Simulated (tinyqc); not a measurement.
Course in time: spin coating of a resist or spin-on film: centrifugal thinning, evaporation and the final thickness (Emslie and Meyerhofer models). Computed by tinyqc, a small Python program. Command: `OMP_NUM_THREADS=1 python tinyqc.py 3113816 3113817 out.jsonl spincoat walk`. One thread of a shared host (Intel(R) Xeon(R) Processor @ 2.30GHz), about 0.07 s of CPU time with the checks.

A Newtonian film stays uniform over the wafer; solvent and solids have the same density and the concentration is uniform through the thickness.

Inputs (values chosen for the exercise, of the order of those of a polymer resist in an ester solvent):
```
quantity                                 value          unit
solids volume fraction c0                 0.31             -
kinematic viscosity of the solvent nu_s    1.5        mm^2/s
viscosity constant k                      2300        mm^2/s
viscosity exponent gamma                   2.8             -
spin speed f                              3000           rpm
evaporation rate at 1000 rpm e0          0.087  micrometre/s
starting thickness h0                      200    micrometre
wafer radius R                              50            mm
shrinkage in the bake                        5             %
```

Method:
- omega = 2 pi f/60; nu(c) = nu_s + k c^gamma; evaporation rate e = e0 sqrt(f/1000 rpm).
- Flow constant K = 2 omega^2/(3 nu(c0)); Reynolds number of the air omega R^2/nu_air with nu_air = 15 mm^2/s.
- Meyerhofer estimate: flow rules until (1 - c0) K h^3 = e, then evaporation alone: h_w = (e/((1 - c0) K))^(1/3), dry film c0 h_w.
- Full model for solids s and liquid l per area, h = s + l, c = s/h: ds/dt = -c Q, dl/dt = -(1 - c) Q - e, Q = 2 omega^2 h^3/(3 nu(c)); integrated adaptively (relative tolerance 1e-9) until l = 0.
- Dry film = s at l = 0, before the bake; film after the bake = s x (1 - shrinkage).
- Times are fractions of the time to dry.

omega = 314.159 1/s

evaporation rate e = 0.150688 micrometre/s

dry film = 2261.71 nm

dry film, estimate = 2057.64 nm

History:
```
fraction   t (s)  h (micrometre)        c  nu (mm^2/s)         Q/e  s (nm)
0.003      0.117          70.722  0.31006         88.1  1.7522e+03   21928
0.010      0.390          40.550  0.31031         88.3  3.2953e+02   12583
0.030      1.171          23.734  0.31156         89.3  6.5349e+01    7395
0.100      3.904          13.042  0.31949         95.7  1.0118e+01    4167
0.200      7.808           9.177  0.33759        111.5  3.0279e+00    3098
0.350     13.664           6.790  0.37815        152.6  8.9587e-01    2568
0.500     19.519           5.425  0.43765        228.9  3.0443e-01    2374
0.700     27.327           4.063  0.56248        460.7  6.3569e-02    2285
0.900     35.135           2.853  0.79366       1205.7  8.4079e-03    2264
```

What does the comparison show, and why?

Q/e drops below 1 between t = 7.8 and 14 s, when c has risen from 0.31 to about 0.378; after that row the solids fall by a further 12 %. The full model gives 1.10 times the two-stage estimate.
